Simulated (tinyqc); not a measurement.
## LED efficiency against current

ABC model of an LED: J = q da (A n + Ba n^2 + Ca n^3), IQE = Ba n^2/(A n + Ba n^2 + Ca n^3), differential lifetime 1/(A + 2 Ba n + 3 Ca n^2).

Parameters, values chosen for the exercise:
- A = 4.3e6 1/s (defect coefficient of the active layer)
- Ba = 4.3e-10 cm^3/s (radiative coefficient of the active layer)
- Ca = 7.2e-31 cm^6/s (Auger coefficient of the active layer)
- da = 26 nm (thickness of the active layer)

Constants: q = 1.602176634e-19 C. Results are converted to the units shown.

Result of one run:

| J (A/cm^2) | n (cm^-3) | IQE (%) | defect share (%) | Auger share (%) | differential lifetime (ns) |
|---|---|---|---|---|---|
| 4000 | 4.702e18 | 99.01 | 0.2106 | 0.7795 | 0.2441 |

What becomes of these results when the current density J is changed from 4000 to 3e5 A/cm^2, all else the same?

Result of the changed run:

| J (A/cm^2) | n (cm^-3) | IQE (%) | defect share (%) | Auger share (%) | differential lifetime (ns) |
|---|---|---|---|---|---|
| 3e5 | 3.963e19 | 93.76 | 0.02366 | 6.221 | 0.02668 |

The whole series:

| J (A/cm^2) | n (cm^-3) | IQE (%) | defect share (%) | Auger share (%) | differential lifetime (ns) |
|---|---|---|---|---|---|
| 4 | 1.445e17 | 93.51 | 6.471 | 0.02262 | 7.775 |
| 10 | 2.313e17 | 95.82 | 4.143 | 0.03711 | 4.918 |
| 60 | 5.735e17 | 98.19 | 1.712 | 0.09429 | 2.007 |
| 300 | 1.288e18 | 99.02 | 0.7689 | 0.2135 | 0.8966 |
| 1000 | 2.353e18 | 99.19 | 0.4215 | 0.3908 | 0.4902 |
| 4000 | 4.702e18 | 99.01 | 0.2106 | 0.7795 | 0.2441 |
| 20000 | 1.047e19 | 98.18 | 0.09377 | 1.721 | 0.1082 |
| 80000 | 2.077e19 | 96.59 | 0.04651 | 3.359 | 0.05320 |
| 3e5 | 3.963e19 | 93.76 | 0.02366 | 6.221 | 0.02668 |

The IQE goes from 93.5 through a maximum of 99.2 (at J = 1000 A/cm^2 among the rows listed) to 93.8 %. The exact peak, Q/(Q + 2) = 99.2 % with Q = Ba/sqrt(A Ca) = 244, lies at n = sqrt(A/Ca) = 2.44e18 cm^-3, J = 1080 A/cm^2, where the defect and Auger shares are equal. n goes as J^(0.51) at the low end and J^(0.49) at the high end.

Computed by the program tinyqc: `OMP_NUM_THREADS=1 python tinyqc.py 2300003 2300004 out.jsonl`, one thread of a shared Intel Xeon 2.30GHz, about 0.01 s for the whole run.
